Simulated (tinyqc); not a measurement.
Electron mobility in a silicon inversion layer, empirical terms and Matthiessen rule: two steps of the calculation.

Inversion layer of sheet density Ns on a uniformly doped body, under a high-permittivity gate with an interlayer. The mobility terms are empirical power laws with prefactors chosen for the exercise; adding their inverses (Matthiessen) is itself an approximation.

Parameters, values chosen for the exercise; material values close to those of silicon: temperature T = 400 K; band gap Eg = 1.12 eV; relative permittivity of the semiconductor eps_r = 11.8; conduction-band density of states at T Nc = 4.23e19 cm^-3; valence-band density of states at T Nv = 4.08e19 cm^-3; body doping Nb = 4.6e17 cm^-3; reverse body bias Vsb = 0.6 V; weight of the inversion charge in the effective field eta = 0.5; phonon-limited mobility at 1 MV/cm and 300 K Ap = 476 cm^2/(V s); roughness-limited mobility at 1 MV/cm As = 621 cm^2/(V s); exponent of the roughness term gs = 2; Coulomb prefactor Ac = 3100 cm^2/(V s); charge at the interface Nit = 3e10 cm^-2; remote-phonon mobility without interlayer Ar = 330 cm^2/(V s); interlayer thickness ti = 0.8 nm; decay length of remote phonons lr = 0.7 nm; inversion density Ns = 1.5e12 cm^-2; ratio W/L WL = 20; drain voltage Vd = 0.01 V; measured linear current I = 10.5 uA.

Constants: q = 1.602176634e-19 C, kB = 1.380649e-23 J/K, Vt = kB T/q, eps0 = 8.8541878128e-14 F/cm where lengths are in cm. Results are converted to the units shown.

Question 1. Depletion charge and effective field. ni = sqrt(Nc Nv) exp(-Eg/(2 Vt)), Eg in volts; Ndep = sqrt(2 eps0 eps_r Nb (2 Vt ln(Nb/ni) + Vsb)/q); E = q (Ndep + eta Ns)/(eps0 eps_r), in MV/cm.

Give: ni; Ndep; E.

Answer 1.

ni = 3.654e12 cm^-3
Ndep = 2.908e12 cm^-2
E = 0.5609 MV/cm

The depletion charge gives 79.5 % of the field.

Question 2. Inversion density for the measured current. I = (W/L) q Ns mu Vd. E = q (Ndep + eta Ns)/(eps0 eps_r) in MV/cm. With t = T/(300 K): muC = Ac (Ns/1e12 cm^-2) t/(Nb/1e17 cm^-3 + Nit/1e11 cm^-2), muP = Ap E^(-1/3) t^(-1.75), muS = As E^(-gs), muR = Ar exp(2 ti/lr)/t; 1/mu is the sum of the inverses. Ns(new) = I/((W/L) q mu Vd).

Ns after iteration 1 = 1.6923460e12 cm^-2
Ndep = 2.9080006e12 cm^-2

Wanted: E; mu; Ns after iteration 2.

Answer 2.

E = 0.5757 MV/cm
mu = 220.4 cm^2/(V s)
Ns after iteration 2 = 1.487e12 cm^-2

tinyqc, about 0.01 s, one thread, Intel Xeon 2.30GHz (shared host): `OMP_NUM_THREADS=1 python tinyqc.py 2510049 2510050 out.jsonl`
